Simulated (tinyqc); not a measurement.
Inside a calculation. Model: q-state Potts model on a small periodic square lattice: enumeration, Metropolis, heat-bath and Wolff steps. Computed by tinyqc, a small Python program that keeps every step. Command: `OMP_NUM_THREADS=1 python tinyqc.py 3113016 3113017 out.jsonl potts walk`. One thread of a shared host (Intel(R) Xeon(R) Processor @ 2.30GHz), about 0.1 s of CPU time with the checks. Intermediate numbers are printed to about 6 digits and carried at full precision; extremes and crossings named in words are read from the listed rows.

E = -J x (number of nearest-neighbour bonds with equal states); n x n sites with periodic edges have 2 n^2 bonds. Order parameter m = (q f - 1)/(q - 1), f being the largest share of one state. Sites are numbered row by row from 0. Here q = 2 and n = 4.

Inputs (values chosen for the exercise, for a model of domains or grain orientations):
```
quantity             value  unit
number of states q       2     -
edge n                   4     -
coupling J              74   meV
temperature T         1540     K
seed                610248     -
```

Update: heat bath.

Constants: k_B = 8.617333262e-05 eV/K.

## Scales

K = J/(k_B T); the infinite square lattice orders at K_c = ln(1 + sqrt(q)); Wolff bond probability p = 1 - exp(-K).

K = 0.557620

K_c = 0.881374

T_c of the infinite lattice = 974.314 K

p = 0.427430

## Density of states

All q^(n^2) states are counted by their number b of equal bonds; weights g(b) exp(K b), K = J/(k_B T). Per site: u = -J <b>/n^2, c/k_B = K^2 (<b^2> - <b>^2)/n^2.

States by number of equal bonds:
```
b    g(b)  probability
0       2  9.78304e-10
4      32  1.45639e-07
6      64  8.88486e-07
8     424  1.79547e-05
10   1728  2.23203e-04
12   6688  2.63508e-03
14  13568  1.63063e-02
16  20524  7.52392e-02
18  13568  1.51719e-01
20   6688  2.28120e-01
22   1728  1.79785e-01
24    424  1.34560e-01
26     64  6.19547e-02
28     32  9.44901e-02
32      2  5.49479e-02
```

The most probable level has b = 20 of 32 bonds.

## Exact averages

ln Z = ln sum g(b) exp(K b); entropy per site s/k_B = (ln Z - K <b>)/n^2.

<b> = 21.9591

energy u = -101.561 meV/site

heat capacity c = 0.346230 k_B/site

entropy s = 0.574596 k_B/site

## Order parameter

The same sums with m: <m> and the Binder ratio U = 1 - <m^4>/(3 <m^2>^2).

<m> = 0.473759

Binder ratio U = 0.365549

## Eight single-site steps

start states:
```
   1  2  3  4
1  1  1  0  0
2  1  1  1  0
3  0  1  1  1
4  0  0  0  0
```

random numbers, one row a step:
```
        1       2       3
1  0.2484  0.9885  0.6705
2  0.8226  0.6616  0.9059
3  0.3765  0.7366  0.2476
4  0.4716  0.6598  0.9977
5  0.1352  0.9492  0.6571
6  0.1191  0.8485  0.1827
7  0.1322  0.8709  0.8491
8  0.8763  0.1540  0.7841
```

Site = floor(r1 n^2). State c is drawn with probability exp(K k_c)/sum exp(K k), k_c the number of neighbours in state c: the first c whose cumulative probability reaches r2; r3 is not used.

Steps:
```
site  old  neighbours in each state    P(old)    P(new)  new
3       0                       3 1  0.753105  0.246895    1
13      0                       2 2  0.500000  0.500000    1
6       1                       2 2  0.500000  0.500000    1
7       0                       0 4  0.097047  0.902953    1
2       0                       1 3  0.246895  0.753105    1
1       1                       0 4  0.902953  0.902953    1
2       1                       1 3  0.753105  0.753105    1
14      0                       1 3  0.246895  0.246895    0
```

states afterwards:
```
   1  2  3  4
1  1  1  1  1
2  1  1  1  1
3  0  1  1  1
4  0  1  0  0
```

## A longer run and its error bar

After 400 updates are discarded, b is recorded for 4000 sweeps of n^2 steps of the update named (random numbers not printed, so these rows are one sample). Records are averaged in blocks; the error is the scatter of block means over sqrt(number of blocks), and the last column its square over that for single records.

Blocking:
```
block length  mean b     error  variance ratio
1               21.9  0.066277         1.00000
4               21.9  0.100564         2.30231
16              21.9  0.125447         3.58261
40              21.9  0.130912         3.90154
100             21.9  0.130767         3.89291
```

The run gives 21.900 +/- 0.131 (blocks of 40) against the exact 21.959, a difference of 0.5 error bars. Single records understate the error by a factor of about 2.0, because successive records are correlated.

## Across the transition

m and U = 1 - <m^4>/(3 <m^2>^2) from the same sums; K = K_c T_c/T.

Exact values for this lattice:
```
T/T_c  share of equal bonds  c (k_B/site)       <m>         U
0.50               0.998096      0.049733  0.998025  0.666346
0.70               0.982613      0.257717  0.979991  0.662522
0.85               0.949069      0.542833  0.934116  0.649669
0.95               0.912851      0.724170  0.878627  0.630708
1.00               0.891406      0.783267  0.843860  0.617199
1.10               0.845571      0.812995  0.766091  0.582212
1.25               0.780698      0.689498  0.650048  0.515272
1.50               0.703505      0.412026  0.506238  0.398517
2.00               0.629987      0.159952  0.370450  0.243740
3.00               0.578355      0.052672  0.286015  0.134840
```

c is largest, 0.81 k_B, at T/T_c = 1.1: on so small a lattice the transition is a broad bump. At T_c the infinite lattice has a share (1 + 1/sqrt(q))/2 = 0.854 of equal bonds, against 0.891 here. <m> stays at 0.29 at 3 T_c, since the largest share among 16 sites always exceeds 1/q on average.

Checks made by the program: number of states (relative difference below 1e-10).
